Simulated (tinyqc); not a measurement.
# Changing the trap density N_t

Model: space-charge-limited current through a thin insulating or semi-insulating film with traps. Computed by tinyqc, a small Python program. Command: `OMP_NUM_THREADS=1 python tinyqc.py 3021072 3021073 out.jsonl sclc sweep`. One thread of a shared host (Intel(R) Xeon(R) Processor @ 2.30GHz), about 0.01 s of CPU time with the checks.

One ohmic injecting contact at x = 0 (field zero), drift only, non-degenerate free carriers.

Inputs (values chosen for the exercise, modelled on HfO2): permittivity eps = 22; band mobility mu = 0.049 cm^2/(V s); effective density of states N_c = 9.2e+19 1/cm^3; equilibrium Fermi level below the band edge, E_0 = 0.71 eV; thickness d = 230 nm; free density at the anode, in units of N_c = 3e-05; temperature T = 400 K; characteristic temperature T_c = 900 K.

Traps: exponential tail.

Constants: k_B = 8.617333262e-05 eV/K; e = 1.602176634e-19 C; eps_0 = 8.8541878128e-12 F/m.

Method:
- Free density n_0 = N_c exp(-E_0/k_B T) in equilibrium; trapped density n_t(n) = N_t (n/N_c)^(T/T_c) (the low-temperature form).
- theta = n/(n + n_t) at the anode density; trap-filled-limit voltage V_TFL = e (N_t - n_t(n_0)) d^2/(2 eps eps_0).
- J = e mu n F and (eps eps_0/e) dF/dx = n - n_0 + n_t(n) - n_t(n_0) = rho(n). With F = J/(e mu n): d = (eps eps_0 J/(e^2 mu)) I_1 and V = (eps eps_0 J^2/(e^3 mu^2)) I_2, I_k = int_(n_L)^infinity dn/(n^(k+1) rho(n)), n_L the density at the anode; with u = n_L/n, 200 Gauss-Legendre points in t, u = 1 - (1 - t)^2.
- Anode field J/(e mu n_L); Mott-Gurney current (9/8) eps eps_0 mu V^2/d^3; ohmic current e n_0 mu V/d.

One run for each value:
```
trap density N_t (1/cm^3)  voltage V (V)  current density J (A/cm^2)   theta  V_TFL (V)
1.90e+15                           0.161                       0.227  0.9933  4.133e-02
5.20e+15                           0.162                       0.229  0.9819  1.131e-01
1.40e+16                           0.166                       0.235  0.9528  3.045e-01
3.80e+16                           0.175                       0.250  0.8814  8.266e-01
1.00e+17                           0.200                       0.288  0.7386  2.175e+00
2.80e+17                           0.270                       0.396  0.5023  6.091e+00
7.70e+17                           0.454                       0.685  0.2684  1.675e+01
2.10e+18                           0.941                       1.456  0.1186  4.568e+01
5.70e+18                           2.244                       3.527  0.0472  1.240e+02
```

What does the table show, and why?

Over the rows, voltage V (V) rises from 0.161 to 2.24 (exponent d ln y / d ln x 0.0082 between the first rows and 0.87 between the last); current density J (A/cm^2) rises from 0.227 to 3.53 (exponent d ln y / d ln x 0.0089 between the first rows and 0.89 between the last); theta falls from 0.993 to 0.0472 (exponent d ln y / d ln x -0.011 between the first rows and -0.92 between the last). The exponent of V_TFL stays at 1: the charge of the filled traps.

Caution (rows 1.90e15, 5.20e15, 1.40e16, 3.80e16, 1.00e17, 2.80e17): V is below 10 k_B T/e, where diffusion from the contact, left out here, dominates.
